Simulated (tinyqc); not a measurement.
Exciton in an atomically thin sheet (Rytova-Keldysh potential): one step. Overlap and kinetic matrices. Three cases, with inputs chosen for the exercise.

Task: Form S and T.

Relative motion in the plane with V(k) = -2 pi q/(k (kap + r0 k)), q = e^2/(4 pi eps0), c = hbar^2/2m0. Normalised Gaussians exp(-a_i r^2): with A = a_i + a_j, S_ij = 2 sqrt(a_i a_j)/A, T_ij = (4c/mu)(a_i a_j/A) S_ij, V_ij = -q S_ij times the integral over k from 0 to infinity of exp(-k^2/4A)/(kap + r0 k).

Constants: hbar^2/2m0 = 3.80998211 eV angstrom^2.

Case 1.

Values chosen (out of a larger set: near those of a MoS2 monolayer; not measured data): al = (0.000366, 0.00165, 0.0074, 0.0333, 0.15) 1/angstrom^2 (exponents a_i).

mu = 0.2588885 m0

Case 2.

Values chosen (out of a larger set: near those of a MoS2 monolayer; not measured data): al = (0.000308, 0.00139, 0.00624, 0.0281, 0.126) 1/angstrom^2 (exponents a_i).

mu = 0.2447016 m0

Case 3.

Values chosen (out of a larger set: near those of a MoSe2 monolayer; not measured data): al = (0.000655, 0.00295, 0.0133, 0.0597) 1/angstrom^2 (exponents a_i).

mu = 0.2761383 m0

Give: S; T.

Result:

Case 1.

S:
```
         1        2        3        4        5
1  1.00000  0.77094  0.42383  0.20740  0.09855
2  0.77094  1.00000  0.77222  0.42418  0.20748
3  0.42383  0.77222  1.00000  0.77139  0.42334
4  0.20740  0.42418  0.77139  1.00000  0.77114
5  0.09855  0.20748  0.42334  0.77114  1.00000
```

T (eV):
```
         1        2        3        4        5
1  0.01077  0.01359  0.00870  0.00442  0.00212
2  0.01359  0.04857  0.06133  0.03926  0.01993
3  0.00870  0.06133  0.21781  0.27493  0.17574
4  0.00442  0.03926  0.27493  0.98013  1.23703
5  0.00212  0.01993  0.17574  1.23703  4.41501
```

Case 2.

S:
```
         1        2        3        4        5
1  1.00000  0.77068  0.42344  0.20712  0.09864
2  0.77068  1.00000  0.77198  0.42385  0.20777
3  0.42344  0.77198  1.00000  0.77121  0.42408
4  0.20712  0.42385  0.77121  1.00000  0.77226
5  0.09864  0.20777  0.42408  0.77226  1.00000
```

T (eV):
```
         1        2        3        4        5
1  0.00959  0.01210  0.00774  0.00393  0.00189
2  0.01210  0.04328  0.05465  0.03496  0.01779
3  0.00774  0.05465  0.19431  0.24525  0.15703
4  0.00393  0.03496  0.24525  0.87503  1.10506
5  0.00189  0.01779  0.15703  1.10506  3.92362
```

Case 3.

S:
```
         1        2        3        4
1  1.00000  0.77118  0.42301  0.20722
2  0.77118  1.00000  0.77093  0.42365
3  0.42301  0.77093  1.00000  0.77201
4  0.20722  0.42365  0.77201  1.00000
```

T (eV):
```
         1        2        3        4
1  0.01807  0.02281  0.01457  0.00741
2  0.02281  0.08140  0.10273  0.06573
3  0.01457  0.10273  0.36701  0.46342
4  0.00741  0.06573  0.46342  1.64741
```

Computed by tinyqc, one run a case: `OMP_NUM_THREADS=1 python tinyqc.py N N+1 out.jsonl` with N = 1252010, 1252688, 1281106; one thread of a shared Intel(R) Xeon(R) Processor @ 2.30GHz, about 0.03 s a run at most.
